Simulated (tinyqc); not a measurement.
Schottky emission and Poole-Frenkel conduction in an insulator, and how to tell them apart: one step of the calculation.

Schottky emission (electrode-limited): J = As T^2 exp[-(pb - b sqrt(F))/Vt], b = sqrt(q/(4 pi eps0 ei)). Poole-Frenkel emission (bulk-limited): J = s0 F exp[-(pt - 2 b sqrt(F))/Vt]. F in V/cm.

Problem. Both currents at one field. Lowerings b sqrt(F) and 2 b sqrt(F); the image-force maximum lies at sqrt(q/(16 pi eps0 ei F)) from the electrode.

Inputs (values chosen for the exercise); dielectric values close to those of zirconium oxide:
- T = 300 K (temperature)
- ei = 4.87 (high-frequency relative permittivity)
- pt = 1.2 eV (trap depth)
- s0 = 2 S/cm (Poole-Frenkel prefactor)
- pb = 0.97 eV (electrode barrier)
- As = 44 A/(cm^2 K^2) (Richardson constant)
- F = 1.4 MV/cm (field)

Constants: q = 1.602176634e-19 C, kB = 1.380649e-23 J/K, Vt = kB T/q, eps0 = 8.8541878128e-14 F/cm where lengths are in cm. Results are converted to the units shown.

Give: Schottky lowering; position of the barrier top; Poole-Frenkel lowering; J, Schottky; J, Poole-Frenkel.

Solution.

Schottky lowering = 203.5 meV
position of the barrier top = 0.7266 nm
Poole-Frenkel lowering = 406.9 meV
J, Schottky = 5.252e-7 A/cm^2
J, Poole-Frenkel = 1.330e-7 A/cm^2

Injection and bulk transport act in series, so the smaller capacity limits the current: here the bulk, by a factor of 3.95.

Range of the model: At the field F a Fowler-Nordheim estimate for tunnelling through pb (mass 0.4 m0) gives 1.2e-6 A/cm^2, more than Schottky emission.

tinyqc, about 0.01 s, one thread, Intel Xeon 2.30GHz (shared host): `OMP_NUM_THREADS=1 python tinyqc.py 2370145 2370146 out.jsonl`
